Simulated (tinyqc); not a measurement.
Gate sweep: ballistic transport through the one-dimensional subbands of a rectangular nanowire or nanosheet channel. Computed by tinyqc, a small Python program. Command: `OMP_NUM_THREADS=1 python tinyqc.py 3013981 3013982 out.jsonl wire walk`. One thread of a shared host (Intel(R) Xeon(R) Processor @ 2.30GHz), about 0.04 s of CPU time with the checks.

Hard walls, parabolic subbands, transport along x. Energies are counted from the bulk conduction band edge at the top of the barrier, which the gate pulls down by U; the source Fermi level lies at the bulk edge when U = 0.

Inputs (values chosen for the exercise, modelled on silicon):

| quantity | value | unit |
|---|---|---|
| light mass m_t | 0.18 | m_0 |
| heavy mass m_l | 0.911 | m_0 |
| height a | 4.5 | nm |
| width b | 5.2 | nm |
| equivalent oxide thickness t | 1.5 | nm |
| drain voltage V_D | 0.05 | V |
| temperature T | 300 | K |

Valleys: silicon [100] wire.

Constants: hbar^2/(2 m_0) = 3.80998212 eV angstrom^2; k_B = 8.617333262e-05 eV/K; m_0 = 9.1093837015e-31 kg; k_B = 1.380649e-23 J/K; hbar = 1.054571817e-34 J s; eps_0 = 8.8541878128e-12 F/m; e = 1.602176634e-19 C; h = 6.62607015e-34 J s.

Method:
- E_pq = (hbar^2 pi^2/2)(p^2/(m_y b^2) + q^2/(m_z a^2)); valley pairs: (m_x, m_y, m_z) = (m_t, m_t, m_l), (m_t, m_l, m_t), (m_l, m_t, m_t), each with degeneracy g = 2; the 10 lowest subbands are kept.
- F_j(eta) = (1/Gamma(j + 1)) int_0^infinity x^j/(1 + exp(x - eta)) dx, F_0 = ln(1 + exp(eta)). Integrals over x = E/(k_B T) use 160 Gauss-Legendre points in u = sqrt(x) from 0 to sqrt(max(eta, 0) + 32).
- With degeneracy g = 2, eta_i = (U - E_i)/(k_B T) and u = e V_D/(k_B T): line density n = sum_i g sqrt(2 m_x k_B T/pi)/(2 hbar) [F_-1/2(eta_i) + F_-1/2(eta_i - u)]; gate: e n = C_ox (V_G - U/e), C_ox = 3.9 eps_0 2 (a + b)/t (flat-plate estimate); I = (2 e k_B T/h) sum_i g [F_0(eta_i) - F_0(eta_i - u)].
- Open modes are sum_i g/(1 + exp(-eta_i)). The last column is e dn/dV_G over C_ox, taken up to the next row.

Subbands:

| valley axis | p | q | E (meV) | m_x (m_0) |
|---|---|---|---|---|
| z | 1 | 1 | 97.642 | 0.180 |
| y | 1 | 1 | 118.428 | 0.180 |
| z | 1 | 2 | 158.792 | 0.180 |
| y | 2 | 1 | 164.223 | 0.180 |
| x | 1 | 1 | 180.421 | 0.911 |
| y | 3 | 1 | 240.549 | 0.180 |
| z | 1 | 3 | 260.710 | 0.180 |
| z | 2 | 1 | 329.416 | 0.180 |
| y | 4 | 1 | 347.404 | 0.180 |
| z | 2 | 2 | 390.566 | 0.180 |

Against the gate voltage:

| V_G (V) | U (meV) | n (1/nm) | I (microampere) | open modes | C_g/C_ox |
|---|---|---|---|---|---|
| -0.200 | -200.00 | 3.8688e-06 | 5.7008e-05 | 3.3270e-05 | 6.4850e-04 |
| -0.100 | -100.07 | 1.8464e-04 | 2.7207e-03 | 1.5876e-03 | 4.3008e-02 |
| 0.018 | 12.86 | 1.4331e-02 | 2.1139e-01 | 1.2196e-01 | 4.6222e-01 |
| 0.150 | 83.85 | 1.8440e-01 | 2.7322e+00 | 1.3986e+00 | 7.4809e-01 |
| 0.250 | 109.04 | 3.9293e-01 | 5.7585e+00 | 2.6409e+00 | 8.3087e-01 |
| 0.380 | 131.02 | 6.9402e-01 | 9.8254e+00 | 4.0514e+00 | 8.7412e-01 |
| 0.520 | 148.65 | 1.0351e+00 | 1.3952e+01 | 5.3325e+00 | 8.9868e-01 |
| 0.680 | 164.86 | 1.4360e+00 | 1.8264e+01 | 6.5688e+00 | 9.1374e-01 |
| 0.850 | 179.52 | 1.8690e+00 | 2.2423e+01 | 7.6630e+00 | 9.2253e-01 |
| 1.000 | 191.14 | 2.2547e+00 | 2.5769e+01 | 8.4718e+00 | - |

Between the first two rows the current rises one decade per 60 mV, against the limit ln(10) k_B T/e = 60 mV. Above threshold C_g/C_ox lies between 0.75 and 0.92: the quantum capacitance in series costs a visible part.

Extremes, crossings and ranges named in words are read from the listed rows.
